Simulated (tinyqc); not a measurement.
Worked calculation: polytypes by hexagonality, and a cubic inclusion as a quantum well. Values are carried at full precision from step to step, so a last printed digit may differ when a step is redone from the rounded ones.

A layer is h if its two neighbours in the periodic sequence sit on the same site, k otherwise; the hexagonality h is the share of h layers.

Constants: hbar^2/2m0 = 3.80998211 eV angstrom^2.

Values chosen for the exercise (of the order of those of InP; not measured data):

| symbol | value | unit | meaning |
|---|---|---|---|
| E3 | 1.411 | eV | gap of the cubic polytype |
| E2 | 1.504 | eV | gap of 2H |
| Ev2 | 0.052 | eV | valence top of 2H above that of 3C |
| P2 | -0.0017 | C/m^2 | spontaneous polarisation of 2H |
| m | (0.082, 0.078) | m0 | electron mass along c in the cubic layer and in the host |
| d | 3.387 | angstrom | thickness of a double layer |
| eps | 12.6 |  | dielectric constant |
| N | 12 |  | double layers in the cubic inclusion |

## Hexagonality

Stacking sequences:

| polytype | sequence |
|---|---|
| 10H | ABCABCBACB |
| 3C | ABC |
| 2H | AB |
| 9R | ABCBCACAB |
| 6H | ABCACB |

Give the h/k string and h of each.

Hexagonality:

| polytype | h/k string | h |
|---|---|---|
| 10H | hkkkkhkkkk | 0.2000 |
| 3C | kkk | 0.0000 |
| 2H | hh | 1.0000 |
| 9R | hkhhkhhkh | 0.6667 |
| 6H | hkkhkk | 0.3333 |

## Gaps and band edges

Gap: E3 + (E2 - E3) h. Valence top Ev2 h and polarisation P2 h, both counted from 3C; Ec = Ev + gap.

Evaluate for each polytype.

Results:

| polytype | gap (eV) | Ev (eV) | Ec (eV) | P (C/m^2) |
|---|---|---|---|---|
| 10H | 1.4296 | 0.0104 | 1.4400 | -0.00034 |
| 3C | 1.4110 | 0.0000 | 1.4110 | 0.00000 |
| 2H | 1.5040 | 0.0520 | 1.5560 | -0.00170 |
| 9R | 1.4730 | 0.0347 | 1.5077 | -0.00113 |
| 6H | 1.4420 | 0.0173 | 1.4593 | -0.00057 |

The widest gap is that of 2H, the narrowest that of 3C. Ev and Ec both rise with h, so 3C collects electrons and the more hexagonal side holes: a staggered line-up.

## The bound level without the field

A cubic inclusion of width L = N d in the host (h = 1) is a well of depth V = Ec(host) - Ec(3C). Square well with mass mismatch: k tan(k L/2) = (m_w/m_b) q, k = sqrt(m_w E/c), q = sqrt(m_b (V - E)/c), c = hbar^2/2m0, lowest root. The depth of the level, V - E, is its binding, and the transition to the valence top of the host is gap(host) - (V - E). The step in polarisation gives a field |F| = |P|/(eps eps0) in a thin inclusion, eps0 = 8.8541878e-12 F/m.

Give V, L, the level E, its depth below the host conduction edge and the transition to the valence top of the host, gap(host) - (V - E).

V = 0.1450 eV
L = 40.644 angstrom
E above the bottom = 0.0721 eV
depth below the host edge = 0.0729 eV
transition = 1.4311 eV

The level keeps 50 % of the well depth. The transition lies above the gap of 3C itself (1.411 eV).

## The polarisation field

Give |F|, the drop |F| L, the bound charge |P|/e per cm^2 (e = 1.602176634e-19 C), and, as a first estimate, the shift -|F| L/2 of the transition for an electron centred in the layer and a hole in the host on the high side.

|F| = 0.152 MV/cm
drop = 61.9 meV
bound charge = 1.06e+12 cm^-2
estimated shift = -31.0 meV

The drop is 43 % of the well depth. The host edge on the low side sinks by 31 meV against the centre, less than the 73 meV by which the flat well binds.

## Checks

- Square-well root against finite differences on a grid of 0.5 angstrom (eV): both 0.072.

tinyqc: `OMP_NUM_THREADS=1 python tinyqc.py 1881204 1881205 out.jsonl`; about 0.04 s, one thread, shared Intel(R) Xeon(R) Processor @ 2.30GHz.
